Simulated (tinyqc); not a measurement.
Worked calculation: Pariser-Parr-Pople SCF with singles CI, for the molecule C=C1C=CC=C1O (SMILES; centres numbered as the heavy atoms are written). One step of it, computed by the program tinyqc.

Task: Iteration 2: Fock matrix. F_rr = H_rr + P_rr gamma_rr / 2 + sum_(s != r) P_ss gamma_rs; F_rs = H_rs - P_rs gamma_rs / 2; E = tr P (H + F) / 2 + core repulsion sum_(r<s) z_r z_s gamma_rs.

P after iteration 1:
```
           1C         2C         3C         4C         5C         6C         7O
1C   0.893311   0.788580  -0.040202  -0.318518  -0.086991   0.250272  -0.337397
2C   0.788580   1.026079   0.486906  -0.022296  -0.147566   0.337541   0.021222
3C  -0.040202   0.486906   1.192464   0.734303  -0.215976  -0.295225   0.140437
4C  -0.318518  -0.022296   0.734303   1.002797   0.572749  -0.036230  -0.120064
5C  -0.086991  -0.147566  -0.215976   0.572749   1.187111   0.681046  -0.226732
6C   0.250272   0.337541  -0.295225  -0.036230   0.681046   1.045305   0.453339
7O  -0.337397   0.021222   0.140437  -0.120064  -0.226732   0.453339   1.652933
```

core matrix H (eV):
```
            1C          2C          3C          4C          5C          6C          7O
1C  -37.296611   -2.450000    0.000000    0.000000    0.000000    0.000000    0.000000
2C   -2.450000  -43.814343   -2.450000    0.000000    0.000000   -2.450000    0.000000
3C    0.000000   -2.450000  -40.132442   -2.450000    0.000000    0.000000    0.000000
4C    0.000000    0.000000   -2.450000  -39.261402   -2.450000    0.000000    0.000000
5C    0.000000    0.000000    0.000000   -2.450000  -41.395614   -2.450000    0.000000
6C    0.000000   -2.450000    0.000000    0.000000   -2.450000  -46.360746   -2.300000
7O    0.000000    0.000000    0.000000    0.000000    0.000000   -2.300000  -57.894592
```

repulsion gamma_rs (eV):
```
           1C         2C         3C         4C         5C         6C         7O
1C  11.130000   5.346423   3.800941   2.928864   2.928721   3.800990   3.665336
2C   5.346423  11.130000   5.344325   4.045290   4.045268   5.345539   4.263749
3C   3.800941   5.344325  11.130000   5.344818   4.045107   4.045268   3.195991
4C   2.928864   4.045290   5.344818  11.130000   5.344818   4.045290   3.196161
5C   2.928721   4.045268   4.045107   5.344818  11.130000   5.344325   4.263687
6C   3.800990   5.345539   4.045268   4.045290   5.344325  11.130000   6.309667
7O   3.665336   4.263749   3.195991   3.196161   4.263687   6.309667  21.500000
```

Centres (angstrom, eV; a flat drawing with bonds scaled to 1.40 angstrom):
```
centre          x          y  core charge z          W   gamma_rr
1C      -1.497000  -1.523000              1  11.160000  11.130000
2C      -0.365000  -0.700000              1  11.160000  11.130000
3C       0.967000  -1.133000              1  11.160000  11.130000
4C       1.790000   0.000000              1  11.160000  11.130000
5C       0.967000   1.133000              1  11.160000  11.130000
6C      -0.365000   0.700000              1  11.160000  11.130000
7O      -1.497000   1.523000              2  33.000000  21.500000
```

Give: F; pi energy.

Result:

F (eV):
```
        1C      2C      3C      4C      5C      6C       7O
1C  -5.861  -4.558   0.076   0.466   0.127  -0.476    0.618
2C  -4.558  -5.461  -3.751   0.045   0.298  -3.352   -0.045
3C   0.076  -3.751  -4.944  -4.412   0.437   0.597   -0.224
4C   0.466   0.045  -4.412  -4.684  -3.981   0.073    0.192
5C   0.127   0.298   0.437  -3.981  -5.205  -4.270    0.483
6C  -0.476  -3.352   0.597   0.073  -4.270  -6.009   -3.730
7O   0.618  -0.045  -0.224   0.192   0.483  -3.730  -13.803
```

pi energy = -119.719 eV
